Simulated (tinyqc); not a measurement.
# Undoped symmetric double-gate MOSFET, analytic potential model: effects of single changes

An undoped body of thickness ts between two equal insulators and tied gates; long channel, electrons only, n = ni exp((psi - V)/Vt) with V the quasi-Fermi potential (0 at the source, Vd at the drain), constant mobility, no quantisation. Across the body psi(x) = V - 2 Vt ln[(ts/(2 beta)) sqrt(q ni/(2 eps0 eps_r Vt)) cos(2 beta x/ts)], x from the centre. Q is the electron charge per area of the whole body.

Values chosen for this exercise; material values close to those of silicon:
- T = 325 K (temperature)
- Eg = 1.13 eV (band gap)
- eps_r = 11.6 (relative permittivity of the semiconductor)
- Nc = 3.13e19 cm^-3 (conduction-band density of states at T)
- Nv = 2.97e19 cm^-3 (valence-band density of states at T)
- eox = 4.05 (relative permittivity of the gate insulator)
- tox = 1.7 nm (insulator thickness)
- ts = 10 nm (body thickness)
- dphi = 0.15 V (gate work function less that of the intrinsic body)
- mu = 260 cm^2/(V s) (channel mobility)
- L = 1 um (gate length)
- Vd = 0.5 V (drain voltage)

Constants: q = 1.602176634e-19 C, kB = 1.380649e-23 J/K, Vt = kB T/q, eps0 = 8.8541878128e-14 F/cm where lengths are in cm. Results are converted to the units shown.

Each table varies one quantity; the others keep the values above.

## Effect of the gate work function less that of the intrinsic body

ni = sqrt(Nc Nv) exp(-Eg/(2 Vt)), Eg in volts; r = eps_r tox/(eox ts); V0 = dphi + 2 Vt ln[(2/ts) sqrt(2 eps0 eps_r Vt/(q ni))]. beta (between 0 and pi/2) solves (Vg - V0 - V)/(2 Vt) = ln(beta) - ln(cos beta) + 2 r beta tan(beta). Q = 8 eps0 eps_r Vt beta tan(beta)/ts; I = mu (1/L)(4 eps0 eps_r/ts)(2 Vt)^2 [g(beta_s) - g(beta_d)] per width, g = beta tan(beta) - beta^2/2 + r beta^2 tan^2(beta), with beta_s at V = 0 and beta_d at V = Vd.  I(low) is taken at Vg = 0.38 V, Qs and I(high) at Vg = 1.13 V.

Effect of the gate work function less that of the intrinsic body:
```
dphi (V)	V0 (V)	I(low) (nA/um)	Qs(high) (nC/cm^2)	I(high) (uA/um)
0	0.47943	46.435	2207.7	168.19
0.05	0.52943	8.0211	2017.6	145.61
0.1	0.57943	1.3525	1829.2	123.79
0.15	0.62943	0.22707	1643.0	102.96
0.2	0.67943	0.038096	1459.1	83.513
0.25	0.72943	0.0063906	1278.1	65.919
0.3	0.77943	0.0010720	1100.7	50.500
```

What does the table show?

As dphi goes from 0 to 0.3 V, I(low) falls from 46.4 to 0.00107 nA/um and I(high) falls from 168 to 50.5 uA/um. V0 rises from 0.479 to 0.779 V. In every row the surface density at the source at the higher gate voltage passes 0.3 Nc, where Boltzmann statistics fail.

## Effect of the body thickness

Same model as above.

Results:
```
ts (nm)	V0 (V)	I(low) (nA/um)	Qs(high) (nC/cm^2)	I(high) (uA/um)
3.3	0.69153	0.074944	1625.2	98.229
4.7	0.67172	0.10674	1633.8	100.16
6.5	0.65356	0.14761	1638.9	101.58
9.1	0.63471	0.20664	1642.3	102.70
18	0.59651	0.40865	1645.4	104.11
25	0.57811	0.56744	1646.0	104.48
```

Estimate the missing row, ts = 13 nm.

Computed row:
```
ts (nm)	V0 (V)	I(low) (nA/um)	Qs(high) (nC/cm^2)	I(high) (uA/um)
13	0.61474	0.29517	1644.4	103.57
```

With this row back in the table: As ts goes from 3.3 to 25 nm, I(low) rises from 0.0749 to 0.567 nA/um and I(high) rises from 98.2 to 104 uA/um. On average I(low) goes as ts^(1.00) and I(high) goes as ts^(0.03). Below threshold the charge is proportional to the cross-section of the body; above it the insulator sets the charge. In every row the surface density at the source at the higher gate voltage passes 0.3 Nc, where Boltzmann statistics fail. For ts = 3.3 to 6.5 nm the body is thin enough for quantum confinement, left out here, to raise the threshold.

Computed by the program tinyqc: `OMP_NUM_THREADS=1 python tinyqc.py 2440108 2440109 out.jsonl`, one thread of a shared Intel Xeon 2.30GHz, about 0.03 s for the whole run.
